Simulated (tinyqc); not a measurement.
Speciation in dilute and buffered hydrofluoric acid, oxide etch rate and bath loading. From etch rate back to HF added. Computed by tinyqc, a small Python program. Command: `OMP_NUM_THREADS=1 python tinyqc.py 3120088 3120089 out.jsonl hfetch inv`. One thread of a shared host (Intel(R) Xeon(R) Processor @ 2.30GHz), about 0.01 s of CPU time with the checks.

Concentrations stand for activities, NH4+ and Cl- are spectators, and water ionisation is neglected. H, F and HF2 denote the ions H+, F- and HF2-. The base temperature is 298 K.

Inputs (values chosen for the exercise, of the order of those for thermal oxide at room temperature):
```
quantity                            value            unit
NH4F added                              0           mol/L
HCl added                               0           mol/L
K1 = [H][F]/[HF]                 0.000688           mol/L
K2 = [HF2]/([HF][F])                 4.25           L/mol
K3 = [H2F2]/[HF]^2                   2.42           L/mol
rate constant of neutral HF k_a        11  nm L/(min mol)
rate constant of HF2 k_b               65  nm L/(min mol)
activation energy                     0.3              eV
temperature error                     0.9               K
oxide removed per wafer               190              nm
```

Constants: k_B = 8.617333262e-05 eV/K.

Method:
- Fluoride balance: [HF] + [F] + 2 [HF2] + 2 [H2F2] = HF added + NH4F added. Acid balance: [H] + [HF] + [HF2] + 2 [H2F2] = HF added + HCl added. For a trial [H], [HF] = [H][F]/K1, and the fluoride balance is a quadratic in [F].
- The root is refined to 1e-13 in pH = -log10 [H].
- Rate = k_a ([HF] + 2 [H2F2]) + k_b [HF2], an empirical two-term form.
- Time = oxide/rate; a temperature error changes the rate by exp((E_a/k_B)(1/298 - 1/(298 + error))) - 1.

Question. A run gave the result below. Find the HF added, known to lie between 0.17 and 0.47 mol/L.

etch rate = 3.333681 nm/min

Answer.

Each step takes the trial c = (a f_b - b f_a)/(f_b - f_a), f being the result less the target and a, b, c the logarithms of the listed values; c replaces end b, the old b replaces a if the sign of f changed, and otherwise f_a is halved.

Scan of the range:
```
HF added (mol/L)  etch rate (nm/min)
0.170                        1.92666
0.201                        2.28929
0.239                        2.73354
0.283                        3.24734
0.335                        3.85359
0.397                        4.57502
0.470                        5.42256
```

False position (Illinois rule, in the logarithm of the input) inside the bracket:
```
step     end a     end b     trial  etch rate (nm/min)
1     0.283000  0.335000  0.289881             3.32762
2     0.335000  0.289881  0.290364             3.33326
3     0.335000  0.290364  0.290431             3.33404
4     0.290364  0.290431  0.290400             3.33368
5     0.290431  0.290400  0.290400             3.33368
```

Etch rate rises at every point of a 13-point scan of the range (every second point is shown), so one value fits; it is bracketed by 0.283 and 0.335. Answer: HF added = 0.2904 mol/L.
